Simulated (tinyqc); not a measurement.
MP2 on RHF in the sto-3g basis, for H4, spin multiplicity 1, step by step. One step of it, computed by the program tinyqc.

Question. Iteration 5 (converged): orbitals. Diagonalise F' = X^T F X, C = X C', fill 2 alpha and 2 beta electrons from the bottom; D = 2 C_occ C_occ^T. Each column has its largest component positive (the first on a tie).

converged F (hartree), lower triangle:
```
           1H 1s      2H 1s      3H 1s      4H 1s
1H 1s  -0.301162
2H 1s  -0.538782  -0.387154
3H 1s  -0.168803  -0.383945  -0.386716
4H 1s  -0.020162  -0.168558  -0.538290  -0.300685
```

X, lower triangle:
```
           1H 1s      2H 1s      3H 1s     4H 1s
1H 1s   1.174616
2H 1s  -0.402175   1.305621
3H 1s   0.069391  -0.350228   1.305058
4H 1s  -0.013928   0.069326  -0.401472  1.174101
```

Give: F' = X^T F X; orbital energies; coefficients C; D after iteration 5.

Answer.

F' = X^T F X (hartree), lower triangle:
```
         1        2        3       4
1   0.0227
2  -0.5721   0.1086
3   0.0784  -0.3980   0.1083
4   0.0055   0.0784  -0.5714  0.0225
```

orbital energies (hartree): MO1 -0.6490, MO2 -0.4329, MO3 0.3876, MO4 0.9565

coefficients C:
```
          MO1      MO2      MO3      MO4
1H 1s  0.2936  -0.5010   0.8013  -0.7531
2H 1s  0.4078  -0.3918  -0.5871   1.1530
3H 1s  0.4071   0.3927  -0.5883  -1.1515
4H 1s  0.2928   0.5016   0.8019   0.7512
```

D after iteration 5, lower triangle:
```
         1H 1s    2H 1s   3H 1s   4H 1s
1H 1s   0.6744
2H 1s   0.6320   0.6396
3H 1s  -0.1545   0.0242  0.6398
4H 1s  -0.3307  -0.1543  0.6323  0.6747
```
